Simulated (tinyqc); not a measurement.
What moves the coefficients: Boltzmann transport in a parabolic band with a power-law relaxation time.

F_j(eta) = (1/Gamma(j + 1)) integral_0^infinity x^j dx/(1 + exp(x - eta)), which tends to exp(eta) for eta << 0.

n = N F_1/2(eta) with N = 2 (m kB T/(4 pi c))^(3/2) with c = hbar^2/2m0, in 1/angstrom^3; times 1e24 for 1/cm^3, m = md.

tau = tau0 x^r with x = E/kT. With K_j = Gamma(j + 1) F_j(eta): <tau> = tau0 (r + 3/2) K_(r+1/2)/((3/2) K_(1/2)); mu = <tau>/(mc m0/e), m0/e = 5.685630e-12 kg/C; Hall factor rH = (3/2) K_(1/2) (2r + 3/2) K_(2r+1/2)/((r + 3/2) K_(r+1/2))^2; Seebeck S = -(kB/e) [(r + 5/2) K_(r+3/2)/((r + 3/2) K_(r+1/2)) - eta]; Lorenz number L = (kB/e)^2 [(r + 7/2) K_(r+5/2)/((r + 3/2) K_(r+1/2)) - ((r + 5/2) K_(r+3/2)/((r + 3/2) K_(r+1/2)))^2]; kB/e in V/K. Valley anisotropy is left out of rH.

Constants: hbar^2/2m0 = 3.80998211 eV angstrom^2; kB = 8.617333262e-05 eV/K.

Inputs chosen for the exercise (masses near those of InAs; tau0 is set for a mobility of the usual size at this n, kL is a free input; freeze-out and phonon drag, which matter near 77 K, are left out; not measured data): md = 0.026 m0 (density-of-states mass); mc = 0.0258 m0 (conductivity mass); tau0 = 60 fs (tau at E = kT); r = 0 (exponent of tau); T = 500 K; kL = 15 W/(m K) (lattice thermal conductivity); n = 1.6e+18 1/cm^3 (electron density).

sigma = e n mu with e = 1.602176634e-19 C; ZT = S^2 sigma T/(kL + L sigma T). Each row changes one parameter from the base and keeps the others.

Results:

| case | mu (cm^2/(V s)) | sigma (S/cm) | S (microvolt/K) | ZT |
|---|---|---|---|---|
| base | 4090 | 1049 | -89.7 | 0.0261 |
| md = 0.034 m0 | 4090 | 1049 | -112.2 | 0.0410 |
| mc = 0.0335 m0 | 3150 | 807.5 | -89.7 | 0.0204 |
| n = 3.2e+18 1/cm^3 | 4090 | 2097 | -58.8 | 0.0208 |
| tau0 = 90 fs | 6135 | 1573 | -89.7 | 0.0378 |
| kL = 7.5 W/(m K) | 4090 | 1049 | -89.7 | 0.0488 |
| T = 550 K | 4090 | 1049 | -97.3 | 0.0336 |

The largest shifts from the base row, up to three for each result and ties (the steps differ in size, so this ranks the rows, not the parameters). mu (cm^2/(V s)): tau0 +2.05e+03, mc -940; unchanged at the printed digits by md, n, kL and T. sigma (S/cm): n +1.05e+03, tau0 +524, mc -241; unchanged at the printed digits by md, kL and T. S (microvolt/K): n +30.9, md -22.6, T -7.6; unchanged at the printed digits by mc, tau0 and kL. ZT: kL +0.0227, md +0.0149, tau0 +0.0117. The row for T keeps tau0 fixed; for phonon scattering tau0 itself falls as T rises.

Computed by tinyqc, a small Python program: `OMP_NUM_THREADS=1 python tinyqc.py 1682379 1682380 out.jsonl` (the numbers bound the seed that draws the inputs); one thread of a shared host (Intel(R) Xeon(R) Processor @ 2.30GHz), about 0.01 s for the whole set of steps.
